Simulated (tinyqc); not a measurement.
Inside a calculation. Method: CIS and TDHF on RHF in the 6-311g basis, for He, spin multiplicity 1. Computed by tinyqc, a small Python program that keeps every step (integrals from PySCF). Settings: charge = 0, multiplicity = 1, basis = 6-311g, method = RHF, energy threshold = 1e-10, iteration cap = 72, orthogonalisation = symmetric, start = core, DIIS depth = 6, TDHF = 1. Command: `OMP_NUM_THREADS=1 python tinyqc.py 25744 25745 out.jsonl` (the two numbers bound the seeds that draw the settings). One thread of a shared host (Intel(R) Xeon(R) Processor @ 2.60GHz), about 0.06 s of CPU time with the checks. The early iterations of the SCF are left out here.

## One-electron integrals

Geometry (angstrom):

| atom | x | y | z |
|---|---|---|---|
| He | 0.0000 | 0.0000 | 0.0000 |

Basis 6-311g: exponents (1/bohr^2) and contraction coefficients of normalised primitives:

| element | l (shell) | exponent | coefficient |
|---|---|---|---|
| He | s (1) | 98.1243 | 0.0287 |
| He | s (1) | 14.7689 | 0.2081 |
| He | s (1) | 3.3188 | 0.8376 |
| He | s (2) | 0.8740 | 1.0000 |
| He | s (3) | 0.2446 | 1.0000 |

Overlap, kinetic and nuclear-attraction integrals over the contracted functions; the nuclear repulsion is the sum of Za Zb / Rab.

nuclear repulsion = 0 hartree

overlap S, lower triangle:
```
        1He 1s  1He 2s  1He 3s
1He 1s  1.0000
1He 2s  0.6805  1.0000
1He 3s  0.3286  0.7516  1.0000
```

kinetic energy T (hartree), lower triangle:
```
        1He 1s  1He 2s  1He 3s
1He 1s  6.8571
1He 2s  1.4395  1.3111
1He 3s  0.2256  0.4309  0.3668
```

nuclear attraction V (hartree), lower triangle:
```
         1He 1s   1He 2s   1He 3s
1He 1s  -7.3063
1He 2s  -3.4648  -2.9838
1He 3s  -1.5351  -1.7939  -1.5783
```

core Hamiltonian H = T + V (hartree), lower triangle:
```
         1He 1s   1He 2s   1He 3s
1He 1s  -0.4492
1He 2s  -2.0254  -1.6727
1He 3s  -1.3095  -1.3630  -1.2115
```

## Two-electron integrals

Functions are numbered as in S; the eight-fold symmetry (ij|kl) = (ji|kl) = (kl|ij) leaves the list below.

Two-electron integrals (ij|kl) in chemists' order, unique and non-zero (hartree):
```
(11|11) 2.3951   (21|11) 1.3473   (21|21) 0.7987   (22|11) 1.3584
(22|21) 0.8638   (22|22) 1.0549   (31|11) 0.6141   (31|21) 0.3686
(31|22) 0.4068   (31|31) 0.1707   (32|11) 0.8427   (32|21) 0.5470
(32|22) 0.7004   (32|31) 0.2594   (32|32) 0.4767   (33|11) 0.7670
(33|21) 0.5102   (33|22) 0.6976   (33|31) 0.2442   (33|32) 0.4947
(33|33) 0.5580
```

## Orthogonalisation

S = U s U^T; symmetric (Loewdin) form X = U s^(-1/2) U^T, so that X^T S X = 1.

eigenvalues of S: 0.1357  0.6734  2.1908

X, lower triangle:
```
         1He 1s   1He 2s  1He 3s
1He 1s   1.3166
1He 2s  -0.6459   1.8555
1He 3s   0.1507  -0.7714  1.4367
```

## Iteration 6 (converged): orbitals

converged F (hartree), lower triangle:
```
         1He 1s   1He 2s   1He 3s
1He 1s   1.3735
1He 2s  -1.2062  -0.5945
1He 3s  -1.1058  -0.6984  -0.3719
```

Diagonalise F' = X^T F X, C = X C', fill 1 alpha and 1 beta electrons from the bottom; D = 2 C_occ C_occ^T. Each column has its largest component positive (the first on a tie).

F' = X^T F X (hartree), lower triangle:
```
         1        2       3
1   3.8730
2  -3.1748   2.0937
3  -0.1493  -0.9315  0.2594
```

orbital energies (hartree): MO1 -0.9169, MO2 0.8294, MO3 6.3135

coefficients C:
```
           MO1      MO2      MO3
1He 1s  0.2636  -0.1380  -1.4439
1He 2s  0.4875  -1.1540   1.6988
1He 3s  0.3974   1.4279  -0.6963
```

D after iteration 6, lower triangle:
```
        1He 1s  1He 2s  1He 3s
1He 1s  0.1389
1He 2s  0.2570  0.4753
1He 3s  0.2095  0.3875  0.3159
```

## Convergence

Stop when the energy changes by less than 1e-10 hartree and every element of the error matrix X^T (F D S - S D F) X is below 3e-06.

Course of the cycle:

| iteration | E (hartree) | change | largest element of the error matrix |
|---|---|---|---|
| 1 | -2.749926 | - | 5.30e-01 |
| 2 | -2.858570 | -1.09e-01 | 4.98e-02 |
| 3 | -2.859884 | -1.31e-03 | 6.44e-03 |
| 4 | -2.859895 | -1.19e-05 | 5.33e-05 |
| 5 | -2.859895 | -1.75e-09 | 1.90e-07 |
| 6 | -2.859895 | -1.64e-14 | 9.48e-08 |

PySCF RHF in the same basis = -2.859895 hartree

Converged in 6 iterations.

## Integrals over molecular orbitals

(pq|rs) = sum C_ip C_jq C_kr C_ls (ij|kl), one index at a time.

one-electron integrals over orbitals h = C^T H C (hartree), lower triangle:
```
         1        2       3
1  -1.9430
2   0.2773  -0.3432
3   0.1739  -0.3334  4.1761
```

Two-electron integrals over orbitals (pq|rs), unique and non-zero (hartree):
```
(11|11) 1.0262    (21|11) -0.2773   (21|21) 0.1465    (22|11) 0.6596
(22|21) -0.1136   (22|22) 0.5066    (31|11) -0.1739   (31|21) 0.1256
(31|22) -0.0788   (31|31) 0.2165    (32|11) 0.2295    (32|21) -0.1209
(32|22) 0.1027    (32|31) -0.1487   (32|32) 0.1276    (33|11) 1.1770
(33|21) -0.3810   (33|22) 0.7273    (33|31) -0.3867   (33|32) 0.3807
(33|33) 1.6000
```

## CIS matrix, singlets

A(ia,jb) = (e_a - e_i) d_ij d_ab + 2 (ia|jb) - (ij|ab).

CIS matrix A, singlet (hartree):
```
        1>2     1>3
1>2  1.3798  0.0217
1>3  0.0217  6.4865
```

## CIS singlet states

dipole integrals <i|r|a> (bohr):
```
          x       y       z
1>2  0.0000  0.0000  0.0000
1>3  0.0000  0.0000  0.0000
```

Diagonalise A (1 hartree = 27.211386 eV); each vector has its largest component positive (the first on a tie). The transition dipole is mu = sqrt2 sum c_ia <i|r|a>.

singlet excitation energies (eV): 37.5441  176.5101

lowest vectors:
```
     state 1  state 2
1>2   1.0000   0.0042
1>3  -0.0042   1.0000
```

oscillator strengths 2/3 w |mu|^2: 0.0000  0.0000

## TDHF (RPA) singlet states

B(ia,jb) = 2 (ia|jb) - (ib|ja); the squared energies are the eigenvalues of (A - B)(A + B); 1 hartree = 27.211386 eV.

TDHF matrix B, singlet (hartree):
```
        1>2     1>3
1>2  0.1465  0.1256
1>3  0.1256  0.2165
```

squared energies w^2 (hartree^2): 1.8769  42.0031

TDHF energies from the positive w^2 (eV): 37.2798  176.3565

## CIS matrix, triplets

A(ia,jb) = (e_a - e_i) d_ij d_ab - (ij|ab).

CIS matrix A, triplet (hartree):
```
         1>2      1>3
1>2   1.0867  -0.2295
1>3  -0.2295   6.0534
```

## CIS triplet states

Diagonalise A (1 hartree = 27.211386 eV); each vector has its largest component positive (the first on a tie).

triplet excitation energies (eV): 29.2831  165.0104

lowest vectors:
```
     state 1  state 2
1>2   0.9989  -0.0461
1>3   0.0461   0.9989
```

## TDHF (RPA) triplet states

B(ia,jb) = - (ib|ja); the squared energies are the eigenvalues of (A - B)(A + B); 1 hartree = 27.211386 eV.

TDHF matrix B, triplet (hartree):
```
         1>2      1>3
1>2  -0.1465  -0.1256
1>3  -0.1256  -0.2165
```

squared energies w^2 (hartree^2): 1.1280  36.7025

TDHF energies from the positive w^2 (eV): 28.9006  164.8535
